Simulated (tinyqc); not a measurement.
Where a fixed hold relaxes most: thermal stress and diffusional relaxation in a metal film: Coble and Nabarro-Herring creep, cooling and holds. Computed by tinyqc, a small Python program. Command: `OMP_NUM_THREADS=1 python tinyqc.py 3029740 3029741 out.jsonl creep walk`. One thread of a shared host (Intel(R) Xeon(R) Processor @ 2.30GHz), about 0.05 s of CPU time with the checks.

A thin film on a rigid substrate is stress-free at T0. Tension is positive and the film creeps linearly: d sigma/dt = -M (mismatch) dT/dt - sigma/tau.

Inputs (values chosen for the exercise, modelled on aluminium films on silicon):
```
quantity,value,unit
biaxial modulus M,114,GPa
expansion mismatch,20.6,1e-6/K
atomic volume Omega,16.6,angstrom^3
lattice prefactor D0,0.00017,m^2/s
lattice energy E,1.46,eV
boundary prefactor (delta D_b)0,6.4e-14,m^3/s
boundary energy E_b,0.862,eV
grain size d,0.59,um
stress-free temperature T0,450,C
hold temperature T,100,C
hold time t,0.083,h
yield stress,510,MPa
```

Constants: k_B = 1.380649e-23 J/K; k_B = 8.617333262e-05 eV/K.

Method:
- Thermoelastic slope = M x mismatch; sigma_0 = slope x (T0 - T).
- Creep rate per stress: Nabarro-Herring 14 D Omega/(k_B T d^2), Coble (14 pi) delta D_b Omega/(k_B T d^3), with D = D0 exp(-E/(k_B T)), delta D_b = (delta D_b)0 exp(-E_b/(k_B T)); 1/tau = M x (sum of both)/2 (biaxial strain rate is half the uniaxial one).
- Temperatures in kelvin are T(C) + 273.15.
- For each hold temperature: sigma_0 = slope (T0 - T), relaxed stress sigma_0 (1 - exp(-t/tau)), initial rate sigma_0/tau. In confined lines the relaxed part appears as void volume.

thermoelastic slope = 2.3484 MPa/K

Holds:
```
T (C),sigma_0 (MPa),tau (h),relaxed (MPa),initial rate (MPa/h)
25,998.070,3.2821e+01,2.52,3.0410e+01
65,904.134,7.0344e-01,100.63,1.2853e+03
105,810.198,3.4421e-02,737.52,2.3538e+04
145,716.262,3.0306e-03,716.26,2.3635e+05
185,622.326,4.1123e-04,622.33,1.5133e+06
225,528.390,7.7430e-05,528.39,6.8241e+06
265,434.454,1.8788e-05,434.45,2.3123e+07
305,340.518,5.5684e-06,340.52,6.1152e+07
345,246.582,1.9364e-06,246.58,1.2734e+08
385,152.646,7.6614e-07,152.65,1.9924e+08
425,58.710,3.3659e-07,58.71,1.7443e+08
```

What does the comparison show, and why?

The relaxed stress peaks at 105 C among these rows: colder holds have more stress but slower diffusion, hotter ones faster diffusion but less stress. The initial rate peaks about k_B T^2/E_b = 52 K below T0 when boundaries dominate; its largest row is 385 C. Caution: the elastic stress exceeds the yield stress, so dislocation glide would cap it first. Caution: dislocation glide would cap stresses above the yield stress; capping layers can block the surface and boundary paths, and threshold stresses are ignored.

Extremes, crossings and ranges named in words are read from the listed rows.
